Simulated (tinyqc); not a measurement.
Moments against temperature: two-sublattice mean-field magnet: ferrimagnet, compensation points and susceptibility. Computed by tinyqc, a small Python program. Command: `OMP_NUM_THREADS=1 python tinyqc.py 3017499 3017500 out.jsonl ferri walk`. One thread of a shared host (Intel(R) Xeon(R) Processor @ 2.30GHz), about 0.01 s of CPU time with the checks.

A random alloy A(1-x)B(x) with H = -sum over pairs J S_i.S_j. a = <S_A> and b = <S_B> are taken along z, a > 0. Exchange fields: h_A = (1 - x) zJ_AA a + x zJ_AB b, h_B = (1 - x) zJ_AB a + x zJ_BB b; a = S_A B_(S_A)(S_A h_A/(k_B T)) and likewise for b, with the Brillouin function B_S(y) = [(2S + 1)/(2S)] coth[(2S + 1) y/(2S)] - [1/(2S)] coth[y/(2S)].

Inputs (values chosen for the exercise, for a model ferrimagnet):

| quantity | value | unit |
|---|---|---|
| spin S_A | 1 | - |
| spin S_B | 2.5 | - |
| g factor g_A | 2.2 | - |
| g factor g_B | 2 | - |
| fraction x of B sites | 0.16 | - |
| z J_AA | 38.3 | meV |
| z J_BB | 5.7 | meV |
| z J_AB | -9.9 | meV |
| T over T_c | 0.63 | - |

Constants: k_B = 8.617333262e-05 eV/K.

Method:
- Linearised, T (a, b) = M (a, b) with M_ij = S_i (S_i + 1) c_j zJ_ij/(3 k_B), c_A = 1 - x, c_B = x. T_c is the larger eigenvalue, and its eigenvector gives b/a at onset, (T_c - M_AA)/M_AB.
- Repeat from a = S_A, b = -S_B until a and b change by less than 1e-10.
- Net moment m = (1 - x) g_A a + x g_B b in mu_B per site; net spin s = (1 - x) a + x b.

T_c = 263.707 K

Sublattices:

| T/T_c | T (K) | a/S_A | -b/S_B | m (mu_B) |
|---|---|---|---|---|
| 0.05 | 13.19 | 1.0000 | 0.99996 | 1.0480 |
| 0.15 | 39.56 | 1.0000 | 0.98105 | 1.0631 |
| 0.30 | 79.11 | 0.9945 | 0.88682 | 1.1284 |
| 0.45 | 118.67 | 0.9627 | 0.75635 | 1.1740 |
| 0.60 | 158.22 | 0.8885 | 0.60882 | 1.1549 |
| 0.72 | 189.87 | 0.7870 | 0.48330 | 1.0677 |
| 0.84 | 221.51 | 0.6268 | 0.34621 | 0.8814 |
| 0.92 | 242.61 | 0.4578 | 0.23630 | 0.6570 |
| 0.97 | 255.80 | 0.2859 | 0.14160 | 0.4150 |

What follows from these numbers?

At 0.45 T_c A keeps 0.96 and B 0.76 of saturation. |m| first rises, to 1.174 at 0.45 T_c, because the minority sublattice falls faster (type P).
